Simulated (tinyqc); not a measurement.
## Small-signal admittance of a forward-biased p+-n diode: admittance against frequency

Holes injected into a neutral base of width wb with an ohmic contact at its end; low injection, p0 far above the equilibrium density. A small voltage v exp(i w t), w = 2 pi f, modulates the edge density by p0 v/Vt, and the small-signal density obeys Dp d2p/dx2 = (1/tau + i w) p.

L = sqrt(Dp tau); direct current J = (q Dp p0/L) coth(wb/L); k = sqrt(1 + i w tau)/L; diffusion admittance Y = (q Dp p0/Vt) k coth(k wb) = G + i w C_diff; junction capacitance C_j = sqrt(q eps0 eps_r Nd/(2 Vr)) in the depletion approximation, with the remaining barrier Vr = Vt ln(Na/p0), a rough value under forward bias; base-width modulation is left out. Measured admittance 1/[Rs + 1/(Y + i w C_j)].

Parameters, values chosen for the exercise; permittivity close to that of silicon:
```
symbol,value,unit,meaning
T,350,K,temperature
eps_r,11.7,,relative permittivity
Nd,7.5e16,cm^-3,donor density of the base
Dp,12,cm^2/s,hole diffusion coefficient
tau,1e-7,s,hole lifetime
wb,8.2,um,width of the neutral base
p0,8.2e12,cm^-3,excess hole density at the junction edge
Na,4e18,cm^-3,acceptor density of the p+ side
Rs,0.011,ohm cm^2,series resistance
```

Constants: q = 1.602176634e-19 C, kB = 1.380649e-23 J/K, Vt = kB T/q, eps0 = 8.8541878128e-14 F/cm where lengths are in cm. Results are converted to the units shown.

The same in every row: C_j (uF/cm^2) = 0.1255.

Result of one run:

| w tau | G (S/cm^2) | C_diff (uF/cm^2) | measured G (S/cm^2) | measured C (uF/cm^2) | phase of the measured Y (degrees) |
|---|---|---|---|---|---|
| 62.83 | 2.696 | 0.004220 | 40.70 | 0.06959 | 47.05 |

Which signal frequency f gave this result: 1e6, 6e6, 1e8, 4e8 or 2e9 Hz?

f = 1e8 Hz.

The whole series:

| f (Hz) | w tau | G (S/cm^2) | C_diff (uF/cm^2) | measured G (S/cm^2) | measured C (uF/cm^2) | phase of the measured Y (degrees) |
|---|---|---|---|---|---|---|
| 20000 | 0.01257 | 0.7523 | 0.01108 | 0.7461 | 0.1344 | 1.296 |
| 80000 | 0.05027 | 0.7523 | 0.01108 | 0.7462 | 0.1344 | 5.172 |
| 3e5 | 0.1885 | 0.7524 | 0.01108 | 0.7470 | 0.1344 | 18.73 |
| 1e6 | 0.6283 | 0.7538 | 0.01108 | 0.7555 | 0.1343 | 48.17 |
| 6e6 | 3.770 | 0.8045 | 0.01082 | 1.080 | 0.1335 | 77.90 |
| 2e7 | 12.57 | 1.180 | 0.008995 | 4.090 | 0.1268 | 75.60 |
| 1e8 | 62.83 | 2.696 | 0.004220 | 40.70 | 0.06959 | 47.05 |
| 4e8 | 251.3 | 5.360 | 0.002124 | 83.82 | 0.009403 | 15.75 |
| 2e9 | 1257 | 11.97 | 9.514e-4 | 90.57 | 4.121e-4 | 3.272 |

G starts at J/Vt = 0.752 S/cm^2 and C_diff at (J tau/(2 Vt))(1 - 2 x/sinh 2x) = 0.0111 uF/cm^2, x = wb/L = 0.749. Between the last two rows G goes as f^(0.50) and C_diff as f^(-0.50); the limits are 1/2 and -1/2, reached when the signal penetrates only sqrt(Dp/w). The measured C is 1.6 % below C_diff + C_j in the first row and 100 % below it in the last, the difference being due to Rs.

Numbers from tinyqc (`OMP_NUM_THREADS=1 python tinyqc.py 2890147 2890148 out.jsonl`; about 0.01 s on one thread of a shared Intel Xeon 2.30GHz).
